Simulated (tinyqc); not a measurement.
Gap and mass from two generation rates.

Inverse problem. In the two-band model the band-to-band tunnelling rate in a uniform field is G = A F^2 exp(-B/F), with B = pi sqrt(m/C) Eg^1.5/4 (V/nm), A = 1e21 (2 q/h) m Eg/(16 pi C B) for G in cm^-3 s^-1 and F in V/nm, C = hbar^2/(2 m0). Find B, A, Eg and m.

Constants: q = 1.602176634e-19 C, hbar = 1.054571817e-34 J s, h = 6.62607015e-34 J s, m0 = 9.1093837015e-31 kg, hbar^2/(2 m0) = 0.0380998212 eV nm^2. Results are converted to the units shown.

G at F = 0.049 and 0.071 V/nm (cm^-3 s^-1): 8.3423450e26  4.8023449e28

Solution. The slope of ln(G/F^2) against 1/F is -B and the intercept gives A. The product A B fixes m Eg, and B = (pi/4) Eg sqrt(m Eg/C) then gives Eg.

B = 0.5236 V/nm
A = 1.520e34 cm^-3 s^-1 (V/nm)^-2
Eg = 0.7330 eV
m = 0.04300 m0

Program tinyqc, `OMP_NUM_THREADS=1 python tinyqc.py 2620023 2620024 out.jsonl`; Intel Xeon 2.30GHz, shared host, one thread, about 0.01 s.
